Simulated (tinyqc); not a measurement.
Worked calculation: UKS/PBE0 in the 6-31g basis, for H2-, spin multiplicity 2. The basis has no diffuse functions, so it cannot describe the extra electron: this is an exercise in the method, not the real anion. One step of it, computed by the program tinyqc.

Task: Iteration 2: DIIS coefficients. Solve [B -1; -1 0][c; lambda] = [0; -1] for the coefficients, which sum to one.

B (overlaps of the stored error matrices):
```
               1              2
1  2.7713437e-01  5.4643640e-02
2  5.4643640e-02  1.6081192e-02
```

Give: DIIS coefficients.

Result:

DIIS coefficients: -0.2097  1.2097
